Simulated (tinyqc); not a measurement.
The phase diagram: regular and subregular solution with a miscibility gap. Computed by tinyqc, a small Python program. Command: `OMP_NUM_THREADS=1 python tinyqc.py 3026021 3026022 out.jsonl regsol walk`. One thread of a shared host (Intel(R) Xeon(R) Processor @ 2.30GHz), about 0.02 s of CPU time with the checks.

Per mole of mixing sites: G(x) = x (1 - x) [L0 + L1 (1 - 2x)] + R T [x ln x + (1 - x) ln(1 - x)], x the fraction of B.

Inputs (values chosen for the exercise, for a model alloy): interaction L0 = 11.6 kJ/mol; size misfit eta = d ln a/dx = 0.028; asymmetry L1 = -1.7 kJ/mol.

Source of L0: given.

Constants: R = 8.314462618 J/(mol K).

Method:
- L0 and eta are given.
- The spinodal is G'' = 0, R T_s(x) = x (1 - x) [2 L0 + 6 L1 (1 - 2x)]; the critical point is its maximum.
- G' = L0 (1 - 2x) + L1 (1 - 6x + 6x^2) + R T ln[x/(1 - x)]; G'' = -2 L0 - 6 L1 (1 - 2x) + R T/[x (1 - x)].
- Common tangent: F1 = G'(x1) - G'(x2) = 0 and F2 = [G - x G'](x1) - [G - x G'](x2) = 0. Newton step: J = [[G''(x1), -G''(x2)], [-x1 G''(x1), x2 G''(x2)]], J dx = -F; a step that would leave 0 < x < 1 is halved until it stays inside. The start is x1 = s0, x2 = 1 - s0.
- For this table each start is x_s1/6 and 1 - (1 - x_s2)/6. The dilute estimate of x1 is exp(-(L0 + L1)/(R T)).

critical temperature T_c = 728.586 K

critical composition x_c = 0.597401

L0 = 11.6 kJ/mol

Binodal and spinodal:

| T (K) | binodal x1 | spinodal x_s1 | spinodal x_s2 | binodal x2 | dilute estimate of x1 |
|---|---|---|---|---|---|
| 291 | 0.018377 | 0.17699 | 0.91675 | 0.99573 | 0.016710 |
| 364 | 0.045720 | 0.22192 | 0.89106 | 0.98625 | 0.037963 |
| 437 | 0.087946 | 0.26884 | 0.86224 | 0.96839 | 0.065566 |
| 510 | 0.14661 | 0.31922 | 0.82899 | 0.93931 | 0.096840 |
| 583 | 0.22530 | 0.37575 | 0.78874 | 0.89425 | 0.12972 |
| 656 | 0.33502 | 0.44521 | 0.73481 | 0.82117 | 0.16282 |
| 699 | 0.43188 | 0.50234 | 0.68651 | 0.74697 | 0.18206 |

The dilute estimate is 0.91 of x1 at the lowest T and 0.42 at the highest: it drops the pull of the other solutes and the impurity of the second phase. Near the top the binodal is 1.71 times as wide as the spinodal; the mean-field limit at T_c is sqrt(3) = 1.73. The gap is lopsided: at the lowest T, A dissolves 0.018 of B and B dissolves 0.0043 of A.

Extremes, crossings and ranges named in words are read from the listed rows.
